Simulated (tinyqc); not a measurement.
What each parameter does: polytypes by hexagonality, and a cubic inclusion as a quantum well.

Gap: E3 + (E2 - E3) h. Valence top Ev2 h and polarisation P2 h, both counted from 3C; Ec = Ev + gap.

A cubic inclusion of width L = N d in the host (h = 1) is a well of depth V = Ec(host) - Ec(3C). Square well with mass mismatch: k tan(k L/2) = (m_w/m_b) q, k = sqrt(m_w E/c), q = sqrt(m_b (V - E)/c), c = hbar^2/2m0, lowest root. The depth of the level, V - E, is its binding, and the transition to the valence top of the host is gap(host) - (V - E). The step in polarisation gives a field |F| = |P|/(eps eps0) in a thin inclusion, eps0 = 8.8541878e-12 F/m.

Constants: hbar^2/2m0 = 3.80998211 eV angstrom^2.

Inputs chosen for the exercise (of the order of those of InAs; the results hold for these values, not for the real material):
- E3 = 0.412 eV (gap of the cubic polytype)
- E2 = 0.46 eV (gap of 2H)
- Ev2 = 0.05 eV (valence top of 2H above that of 3C)
- P2 = 0.0017 C/m^2 (spontaneous polarisation of 2H)
- m = (0.027, 0.026) m0 (electron mass along c in the cubic layer and in the host)
- d = 3.49 angstrom (thickness of a double layer)
- eps = 14.9 (dielectric constant)
- N = 18 (double layers in the cubic inclusion)

Well depth, depth of the level, transition without the field and field.

One parameter was then changed.

Results before and after:

| case | V (eV) | depth (eV) | transition (eV) | \|F\| (MV/cm) |
|---|---|---|---|---|
| base | 0.0980 | 0.0359 | 0.4241 | 0.129 |
| changed | 0.0980 | 0.0381 | 0.4219 | 0.129 |

Which of these changes was made? (a) P2 = 0.0022 C/m^2; (b) Ev2 = 0.08 eV; (c) m = (0.032, 0.026) m0; (d) E2 = 0.49 eV; (e) eps = 15.9; (f) E3 = 0.392 eV; (g) N = 19.

Answer: (g) N = 19. Of the candidates, run in turn, only this one gives the changed row.

All candidates:

| case | V (eV) | depth (eV) | transition (eV) | \|F\| (MV/cm) |
|---|---|---|---|---|
| base | 0.0980 | 0.0359 | 0.4241 | 0.129 |
| N = 19 | 0.0980 | 0.0381 | 0.4219 | 0.129 |
| Ev2 = 0.08 eV | 0.1280 | 0.0542 | 0.4058 | 0.129 |
| E3 = 0.392 eV | 0.1180 | 0.0479 | 0.4121 | 0.129 |
| E2 = 0.49 eV | 0.1280 | 0.0542 | 0.4358 | 0.129 |
| P2 = 0.0022 C/m^2 | 0.0980 | 0.0359 | 0.4241 | 0.167 |
| eps = 15.9 | 0.0980 | 0.0359 | 0.4241 | 0.121 |
| m = (0.032, 0.026) m0 | 0.0980 | 0.0369 | 0.4231 | 0.129 |

Program tinyqc; command `OMP_NUM_THREADS=1 python tinyqc.py 1850375 1850376 out.jsonl`; about 0.1 s on one thread of a shared Intel(R) Xeon(R) Processor @ 2.30GHz.
